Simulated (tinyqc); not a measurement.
From bipolar thermal conductivity back to net doping N: two-band model of a narrow-gap semiconductor with electrons and holes. Computed by tinyqc, a small Python program. Command: `OMP_NUM_THREADS=1 python tinyqc.py 3023999 3024000 out.jsonl bipolar inv`. One thread of a shared host (Intel(R) Xeon(R) Processor @ 2.30GHz), about 0.1 s of CPU time with the checks.

Two parabolic bands with acoustic scattering (r = -1/2, a = 0), a gap that does not change with T, and fully ionised dopants. Melting is ignored, so values above the melting point are formal, and kappa_L does not change with T. eta_n = (E_F - E_c)/(k_B T), eta_p = -eta_n - E_g/(k_B T).

Inputs (values chosen for the exercise, modelled on InSb):
```
quantity                              value        unit
electron mass m_n                     0.014         m_0
hole mass m_p                          0.41         m_0
electron mobility parameter mu_300,n  61000  cm^2/(V s)
hole mobility parameter mu_300,p        660  cm^2/(V s)
temperature exponent p                  1.5           -
band gap E_g                           0.19          eV
lattice thermal conductivity kappa_L     15     W/(m K)
temperature T                           610           K
```

Doping: n-type.

Constants: k_B = 8.617333262e-05 eV/K; m_0 = 9.1093837015e-31 kg; k_B = 1.380649e-23 J/K; hbar = 1.054571817e-34 J s; e = 1.602176634e-19 C.

Method:
- With x = E/(k_B T), a = alpha k_B T (0 for a parabolic band), G = x (1 + a x), D = 1 + 2 a x and <y> = int y f (1 - f) dx, f = 1/(1 + exp(x - eta)): tau = tau_0 G^r/D; transport function s = G^(3/2 + r)/D^2; n = N_0 <G^(3/2)> with N_0 = (2 m k_B T)^(3/2)/(3 pi^2 hbar^3).
- Integrals over x = E/(k_B T) use 160 Gauss-Legendre points in u = sqrt(x) from 0 to sqrt(max(eta, 0) + 32).
- Neutrality: n - p = N, with n = N_0(m_n) <x^(3/2)> at eta_n and p = N_0(m_p) <x^(3/2)> at eta_p.
- sigma = e mu_0 N_0 <s> with mu_0 = e tau_0/m = mu_300 (T/300 K)^(-p); |S| = (k_B/e)(<x s>/<s> - eta); Lorenz number L = (k_B/e)^2 (<x^2 s>/<s> - (<x s>/<s>)^2); kappa_e = L sigma T; zT = S^2 sigma T/(kappa_L + kappa_e).
- Hall factor r_H = <x^(3/2)> <x^(1/2)>/<s>^2.
- Both bands together (these totals replace the one-band zT): sigma = sigma_n + sigma_p; S = (sigma_p |S_p| - sigma_n |S_n|)/sigma; kappa_bip = (sigma_n sigma_p/sigma)(|S_n| + |S_p|)^2 T; kappa_e = (L_n sigma_n + L_p sigma_p) T; zT = S^2 sigma T/(kappa_L + kappa_e + kappa_bip); weak-field R_H = (r_p sigma_p^2/p - r_n sigma_n^2/n)/(e sigma^2), where the Hall factors r_n and r_p are <x^(3/2)> <x^(1/2)>/<s>^2.

Problem. A run gave the result below. Find the net doping N, known to lie between 6.2e+16 and 1.7e+17 1/cm^3.

bipolar thermal conductivity = 0.1275191 W/(m K)

Solution.

Each step takes the trial c = (a f_b - b f_a)/(f_b - f_a), f being the result less the target and a, b, c the logarithms of the listed values; c replaces end b, the old b replaces a if the sign of f changed, and otherwise f_a is halved.

Scan of the range:
```
net doping N (1/cm^3)  bipolar thermal conductivity (W/(m K))
6.20e+16                                             0.135870
7.34e+16                                             0.131280
8.68e+16                                             0.126012
1.03e+17                                             0.119831
1.21e+17                                             0.113211
1.44e+17                                             0.105139
1.70e+17                                             0.096544
```

False position (Illinois rule, in the logarithm of the input) inside the bracket:
```
step        end a        end b        trial  bipolar thermal conductivity (W/(m K))
1     7.34000e+16  8.68000e+16  8.27344e+16                                0.127596
2     8.68000e+16  8.27344e+16  8.29264e+16                                0.127521
3     8.68000e+16  8.29264e+16  8.29336e+16                                0.127518
4     8.29264e+16  8.29336e+16  8.29300e+16                                0.127519
```

Bipolar thermal conductivity falls at every point of a 13-point scan of the range (every second point is shown), so one value fits; it is bracketed by 7.34e16 and 8.68e16. Answer: net doping N = 8.293e16 1/cm^3.
